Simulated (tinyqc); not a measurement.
# Admittance spectroscopy of a deep trap: admittance against temperature

Schottky contact on an n-type layer with shallow donors Nd (all ionised) and a donor-like deep trap, neutral when filled and positive when empty; depletion approximation. Traps within lam of the depletion edge stay filled. The traps at xt = W - lam, where the level crosses the Fermi level, follow a slow signal and not a fast one. w = 2 pi f.

Emission rate en = sn vth(T) Nc(T) exp(-Et/kB T) = sn g T^2 exp(-Et/kB T), g = vth Nc/(300 K)^2, as vth goes as T^0.5 and Nc as T^1.5 (degeneracy factor 1). lam = sqrt(2 eps0 eps_r (EF - ET)/(q Nd)), EF - ET = Et - (kB T/q) ln(Nc(T)/Nd), Nc(T) = Nc (T/300 K)^1.5. In the steady state at the band bending V, 2 eps0 eps_r V/q = Nd W^2 + Nt (W - lam)^2 (the second term only if W > lam). V = Vbi + Vr. C_HF = eps0 eps_r/W, C_LF = eps0 eps_r (Nd + Nt)/(Nd W + Nt xt). Inflection frequency w0 = 2 en [1 + Nt xt/(Nd W)]; C = C_HF + (C_LF - C_HF)/(1 + (w/w0)^2), G/w = (C_LF - C_HF)(w/w0)/(1 + (w/w0)^2).

Parameters, values chosen for the exercise; material values those of a made-up semiconductor: relative permittivity eps_r = 8.12; conduction-band density of states at 300 K Nc = 1.44e19 cm^-3; thermal velocity at 300 K vth = 2e7 cm/s; shallow donor density Nd = 6e15 cm^-3; built-in voltage Vbi = 1.41 V; depth of the trap below the conduction edge Et = 0.2 eV; capture cross-section sn = 4.4e-15 cm^2; trap density Nt = 2.3e14 cm^-3; reverse bias Vr = 0 V; signal frequency f = 36000 Hz.

Constants: q = 1.602176634e-19 C, kB = 1.380649e-23 J/K, eps0 = 8.8541878128e-14 F/cm where lengths are in cm. Results are converted to the units shown.

Admittance against temperature:
```
T (K)  w0/(2 pi) (Hz)  C (nF/cm^2)  G/w (nF/cm^2)
128              1006        15.80       0.005014
134              2484        15.80        0.01213
140              5697        15.81        0.02681
146           1.225e4        15.82        0.05201
152           2.487e4        15.86        0.07829
159           5.331e4        15.92        0.07589
165           9.762e4        15.95        0.05203
171           1.718e5        15.97        0.03148
177           2.917e5        15.97        0.01864
184           5.192e5        15.97        0.01029
190           8.247e5        15.97       0.006329
```

Read the table: what changes, and by how much?

G/w goes from 0.00501 through a maximum of 0.0783 (at T = 152 K among the rows listed) to 0.00633 nF/cm^2, where w0 passes the signal: w0/(2 pi) rises from 1010 to 8.25e5 Hz. C rises from 15.8 to 16.0 nF/cm^2.

tinyqc, about 0.01 s, one thread, Intel Xeon 2.30GHz (shared host): `OMP_NUM_THREADS=1 python tinyqc.py 2050004 2050005 out.jsonl`
